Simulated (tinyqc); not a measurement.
Spin coating of a resist or spin-on film: centrifugal thinning, evaporation and the final thickness (Emslie and Meyerhofer models). Changing the spin speed f. Computed by tinyqc, a small Python program. Command: `OMP_NUM_THREADS=1 python tinyqc.py 3113743 3113744 out.jsonl spincoat sweep`. One thread of a shared host (Intel(R) Xeon(R) Processor @ 2.30GHz), about 0.1 s of CPU time with the checks.

A Newtonian film stays uniform over the wafer; solvent and solids have the same density and the concentration is uniform through the thickness.

Inputs (values chosen for the exercise, of the order of those of a polymer resist in an ester solvent):
```
quantity                                 value          unit
solids volume fraction c0                 0.22             -
kinematic viscosity of the solvent nu_s    1.2        mm^2/s
viscosity constant k                      4000        mm^2/s
viscosity exponent gamma                   2.5             -
evaporation rate at 1000 rpm e0            0.2  micrometre/s
starting thickness h0                      100    micrometre
wafer radius R                             150            mm
shrinkage in the bake                       13             %
```

Method:
- omega = 2 pi f/60; nu(c) = nu_s + k c^gamma; evaporation rate e = e0 sqrt(f/1000 rpm).
- Flow constant K = 2 omega^2/(3 nu(c0)); Reynolds number of the air omega R^2/nu_air with nu_air = 15 mm^2/s.
- Full model for solids s and liquid l per area, h = s + l, c = s/h: ds/dt = -c Q, dl/dt = -(1 - c) Q - e, Q = 2 omega^2 h^3/(3 nu(c)); integrated adaptively (relative tolerance 1e-9) until l = 0.
- Dry film = s at l = 0, before the bake; film after the bake = s x (1 - shrinkage).

One run for each value:
```
spin speed f (rpm)  dry film (nm)  time to dry (s)  Reynolds number of the air
400                          5749            183.3                   6.283e+04
610                          4669            121.2                   9.582e+04
940                          3767             79.1                   1.477e+05
1400                         3089             53.3                   2.199e+05
2200                         2465             34.0                   3.456e+05
3400                         1983             22.0                   5.341e+05
5200                         1604             14.4                   8.168e+05
8000                         1293              9.4                   1.257e+06
```

Over the rows, dry film (nm) falls from 5750 to 1290 (exponent d ln y / d ln x about -0.50 throughout); time to dry (s) falls from 183 to 9.37 (exponent d ln y / d ln x about -0.99 throughout); Reynolds number of the air rises from 62800 to 1.26e6 (exponent d ln y / d ln x about 1.00 throughout). The exponent of dry film stays between -0.50 and -0.49, near -0.50: (e/omega^2)^(1/3) with e as sqrt(f).

Caution (rows 2200, 3400, 5200, 8000): above a Reynolds number of about 3e5 the air flow near the rim turns turbulent, and evaporation is no longer uniform.
